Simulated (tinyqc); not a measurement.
Worked calculation: type-II superlattice in the two-band Kane model. Values are carried at full precision from step to step, so a last printed digit may differ when a step is redone from the rounded ones.

Motion along the axis, period d = a + b, c = hbar^2/2m0. Conduction and light-hole bands couple: (E - Ec)(E - Ev) = Ep c k^2 in each layer, with mass m(E) = (E - Ev)/Ep, which may be negative. The conduction envelope psi and psi'/m(E) are continuous; a layer carries them by [[cos kt, (m/k) sin kt], [-(k/m) sin kt, cos kt]] (cosh and sinh for k^2 < 0), and cos(q d) = tr(M_B M_A)/2. C1 is the first miniband above EvB, with its bottom at tr/2 = +1 and its top at -1; the gap is the bottom of C1 less the top heavy-hole level HH1.

Constants: hbar^2/2m0 = 3.80998211 eV angstrom^2; hc = 1239.841984 eV nm.

Inputs chosen for the exercise (near those of an InAs/GaSb superlattice; not measured data):
- a = 33 angstrom (layer A)
- b = 50 angstrom (layer B)
- EcA = 0 eV (conduction edge of A)
- EvA = -0.411 eV (valence edge of A)
- EcB = 0.942 eV (conduction edge of B)
- EvB = 0.123 eV (valence edge of B)
- EpA = 14.5 eV (coupling energy in A)
- EpB = 17.9 eV (coupling energy in B)
- E = 0.315 eV (trial energy)
- mhA = 0.35 m0 (heavy hole in A)
- mhB = 0.28 m0 (heavy hole in B)

## Wave numbers and masses at one energy

Give k^2 and m(E) in both layers.

Layers:
```
layer  k^2 (1/angstrom^2)  m(E) (m0)
A               0.0041396    0.05007
B              -0.0017652    0.01073
```

In B the decay constant is 0.0420 1/angstrom; across the gap of B it peaks at mid-gap, at 0.0496, and vanishes at both edges.

## Transfer matrices

Form M_A, M_B and half the trace of their product.

M_A (angstrom units):
$$\begin{pmatrix}
-0.52474 & 0.66245 \\
-1.0939 & -0.52474
\end{pmatrix}$$

M_B (angstrom units):
$$\begin{pmatrix}
4.1472 & 1.0275 \\
15.765 & 4.1472
\end{pmatrix}$$

tr/2 = 2.4836

E lies in a gap of the coupled bands.

## Edges and effective gap

Heavy holes are uncoupled: with e = EvB - E, p = sqrt(mhB e/c), w = sqrt(mhA (EvB - EvA - e)/c), the top level HH1 at q = 0 solves (p/mhB) tan(p b/2) = (w/mhA) tanh(w a/2).

C1 is the first miniband above EvB: bottom at tr/2 = +1, top at -1. The gap is its bottom less HH1; cut-off wavelength hc/gap.

bottom of C1 = 0.3460 eV
top of C1 = 0.3860 eV
HH1 = 0.0873 eV
gap = 0.2587 eV
cut-off = 4.79 micrometre

The bulk edges overlap by 123 meV; confinement lifts the electrons by 346 meV and lowers the holes by 36 meV, which opens the gap. It is 0.63 of the smaller bulk gap.

## Electron mass along the axis

m_z = -2 c f'/d^2 with f = tr/2 differentiated at the bottom of C1 (central difference of 1e-6 eV); compare the bulk edge mass (EcA - EvA)/EpA.

f' = -49.52 1/eV
m_z = 0.0548 m0
bulk edge mass of A = 0.0283 m0

## Checks

- Bottom of C1 from the two-band matrix on a staggered grid of 0.5 angstrom against the transfer matrix, eV: both 0.346.

Computed by tinyqc, a small Python program: `OMP_NUM_THREADS=1 python tinyqc.py 1281354 1281355 out.jsonl` (the numbers bound the seed that draws the inputs); one thread of a shared host (Intel(R) Xeon(R) Processor @ 2.30GHz), about 0.07 s for the whole set of steps.
